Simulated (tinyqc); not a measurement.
# MOSFET in saturation, small-signal circuit and noise: several studies

Bias by the inversion coefficient IC = I/Ispec (charge-based model with velocity saturation; weak inversion below 0.1, strong above 10). Common-source circuit: gm, gds, Cgs, Cgd and Cj at the inner nodes, Rg in series with the gate; quasi-static, no source or drain resistance, no gate-body capacitance, no substrate network, no induced gate noise, so fmax is an upper estimate.

Parameters, values chosen for the exercise:
- T = 300 K (temperature)
- L = 90 nm (gate length)
- W = 40 um (total gate width)
- Cox = 1.68 uF/cm^2 (gate capacitance)
- mu = 190 cm^2/(V s) (mobility)
- n = 1.4 (slope factor)
- Ls = 10 nm (velocity-saturation length)
- sg = 0.031 (ratio gds/gm)
- Cov = 0.29 fF/um (overlap and fringe capacitance per side)
- Cj = 0.44 fF/um (drain junction capacitance)
- Rsh = 5 ohm (sheet resistance of the gate)
- Wf = 1 um (finger width)
- Rc = 50 ohm um (gate contact and vertical resistance)
- IC = 3.2 (inversion coefficient)
- gw = 0.09 (short-channel excess of the noise factor)
- Nt = 1.3e17 cm^-3 eV^-1 (oxide trap density)
- lt = 0.1 nm (tunnelling length into the oxide)
- ac = 3000 V s/C (Coulomb scattering coefficient)

Constants: q = 1.602176634e-19 C, kB = 1.380649e-23 J/K, Vt = kB T/q. Results are converted to the units shown.

Each table varies one quantity; the others keep the values above.

## From weak to strong inversion

Ispec = 2 n mu Cox (W/L) Vt^2, lc = Ls/L, gms = [sqrt((lc IC + 1)^2 + 4 IC) - 1]/[2 + lc (lc IC + 1)], gm = gms Ispec/(n Vt), gds = sg gm. qs = [sqrt(1 + 4 IC) - 1]/2, Cgs = Cox W L qs (2 qs + 3)/(3 (qs + 1)^2) + Cov W, Cgd = Cov W, Cd = Cj W, Rg = Rsh (Wf/L)/(12 Nf) + Rc/W with Nf = W/Wf fingers (not rounded) contacted at both ends. fT = gm/(2 pi (Cgs + Cgd)), fmax = fT/(2 sqrt(Rg (gds + 2 pi fT Cgd))). The last column is the figure of merit (gm/I) fT.

Results:

| IC | I (uA) | gm/I (1/V) | fT (GHz) | fmax (GHz) | (gm/I) fT (THz/V) |
|---|---|---|---|---|---|
| 0.01 | 2.6548 | 27.343 | 0.48561 | 33.863 | 0.013278 |
| 0.03 | 7.9643 | 26.804 | 1.3646 | 56.688 | 0.036578 |
| 0.3 | 79.643 | 22.032 | 8.1645 | 137.07 | 0.17988 |
| 1 | 265.48 | 16.758 | 16.330 | 191.71 | 0.27365 |
| 3 | 796.43 | 11.627 | 28.918 | 252.83 | 0.33622 |
| 10 | 2654.8 | 7.0078 | 52.311 | 337.81 | 0.36659 |
| 30 | 7964.3 | 4.0011 | 85.095 | 429.36 | 0.34047 |
| 100 | 26548 | 1.8483 | 127.15 | 523.75 | 0.23501 |

Estimate the missing row, IC = 0.1.

Computed row:

| IC | I (uA) | gm/I (1/V) | fT (GHz) | fmax (GHz) | (gm/I) fT (THz/V) |
|---|---|---|---|---|---|
| 0.1 | 26.548 | 25.195 | 3.7839 | 94.015 | 0.095336 |

With this row back in the table: The efficiency gm/I falls from 27.3 to 1.85 1/V while fT rises from 0.486 to 127 GHz; fT goes as IC^(0.94) at the start and IC^(0.33) at the end (1/2 for a long channel, 0 at full velocity saturation, which sets in near IC = 1/lc^2 = 81.0). Their product goes from 0.0133 through a maximum of 0.367 (at IC = 10 among the rows listed) to 0.235 THz/V. In every row fmax exceeds 4 fT, where channel resistance and substrate losses, left out here, would cap it.

## Gains against frequency

Inner admittances at w = 2 pi f: y11 = i w (Cgs + Cgd), y12 = -i w Cgd, y21 = gm - i w Cgd, y22 = gds + i w (Cgd + Cd). Invert to Z, add Rg to Z11 and invert back to Y. |h21| = |Y21/Y11|; U = |Y21 - Y12|^2/(4 [Re Y11 Re Y22 - Re Y12 Re Y21]). MSG = |Y21/Y12|; stability factor k = [2 Re Y11 Re Y22 - Re(Y12 Y21)]/|Y12 Y21|.

The same in every row: f sqrt(U) (GHz) = 256.9.

Results:

| f (GHz) | \|h21\| (dB) | U (dB) | MSG (dB) | k |
|---|---|---|---|---|
| 0.3 | 39.96 | 58.65 | 26.44 | 0.002569 |
| 0.56 | 34.54 | 53.23 | 23.73 | 0.004796 |
| 1 | 29.51 | 48.19 | 21.21 | 0.008564 |
| 2 | 23.49 | 42.17 | 18.20 | 0.01713 |
| 3.7 | 18.15 | 36.83 | 15.53 | 0.03167 |
| 13 | 7.270 | 25.92 | 10.10 | 0.1108 |
| 24 | 2.044 | 20.59 | 7.482 | 0.2022 |

Estimate the missing row, f = 6.8 GHz.

Computed row:

| f (GHz) | \|h21\| (dB) | U (dB) | MSG (dB) | k |
|---|---|---|---|---|
| 6.8 | 12.87 | 31.54 | 12.89 | 0.05816 |

With this row back in the table: Over the table |h21| falls by 19.9 dB a decade, U by 20.0 and MSG by 9.96. The product f sqrt(U) stays at 257 GHz, against fmax = 257 GHz from the formula. k stays below one in all rows, so the device is only conditionally stable. In every row fmax exceeds 4 fT, where channel resistance and substrate losses, left out here, would cap it.

## Effect of the gate length on speed and noise

Channel noise Sid = 4 kB T gam n gm with gam = (1/2 + (2/3) qs)/(1 + qs) + gw lc IC, qs = [sqrt(1 + 4 IC) - 1]/2, lc = Ls/L (the last term an empirical rise with velocity saturation); at the gate, white noise Sw = Sid/gm^2 + 4 kB T Rg. Number fluctuation with correlated mobility: S(f) = K/f, K = q^2 Vt lt Nt/(W L Cox^2) (1 + ac mu Cox I/gm)^2, Vt in eV with Nt per eV. Corner fc = K/Sw. IC is held fixed, and so is sg.

Effect of the gate length on speed and noise:

| L (nm) | I (uA) | Rg (ohm) | fT (GHz) | fmax (GHz) | sqrt(Sw) (nV/Hz^0.5) | fc (MHz) |
|---|---|---|---|---|---|---|
| 20 | 3823 | 1.771 | 185.0 | 576.3 | 0.7285 | 88.22 |
| 32 | 2389 | 1.576 | 116.7 | 483.1 | 0.8243 | 42.06 |
| 50 | 1529 | 1.458 | 68.24 | 381.3 | 0.9668 | 19.35 |
| 79 | 967.8 | 1.382 | 36.25 | 282.4 | 1.169 | 8.327 |
| 130 | 588.1 | 1.330 | 16.84 | 192.6 | 1.464 | 3.218 |
| 200 | 382.3 | 1.302 | 8.221 | 132.7 | 1.794 | 1.391 |
| 320 | 238.9 | 1.283 | 3.592 | 85.00 | 2.251 | 0.5521 |
| 500 | 152.9 | 1.271 | 1.582 | 53.72 | 2.800 | 0.2282 |

What does the comparison show?

As L goes from 20 to 500 nm, fT falls from 185 to 1.58 GHz, fmax falls from 576 to 53.7 GHz, the white noise rises from 0.728 to 2.80 nV/Hz^0.5 and the corner falls from 88.2 to 0.228 MHz. fT goes as L^(-0.98) between the first two rows and L^(-1.84) between the last two; with no overlap and no velocity saturation it would go as 1/L^2. For L = 32 to 500 nm fmax exceeds 4 fT, where channel resistance and substrate losses, left out here, would cap it.

## Integrated noise against bandwidth

Same model as above.

Corner fc = K/Sw. Mean square from f1 = 100 Hz to B: Sw (B - f1) + K ln(B/f1).

Integrated noise against bandwidth:

| B (Hz) | spot noise at B (nV/Hz^0.5) | white part (uV rms) | 1/f part (uV rms) | total (uV rms) |
|---|---|---|---|---|
| 1000 | 99.93 | 0.03715 | 4.795 | 4.795 |
| 10000 | 31.62 | 0.1232 | 6.781 | 6.782 |
| 1e5 | 10.07 | 0.3914 | 8.305 | 8.314 |
| 1e6 | 3.394 | 1.238 | 9.590 | 9.669 |
| 1e7 | 1.591 | 3.916 | 10.72 | 11.41 |
| 1e8 | 1.278 | 12.38 | 11.74 | 17.07 |
| 1e9 | 1.243 | 39.16 | 12.69 | 41.17 |

What does the comparison show?

The 1/f part adds the same power, K ln 10, in each decade and grows only from 4.79 to 12.7 uV; the white part grows as sqrt(B). It overtakes the 1/f part by B = 1e8 Hz among the rows, above the corner fc = 6.51e6 Hz of the spot noise.

Numbers from tinyqc (`OMP_NUM_THREADS=1 python tinyqc.py 2150151 2150152 out.jsonl`; about 0.01 s on one thread of a shared Intel Xeon 2.30GHz).
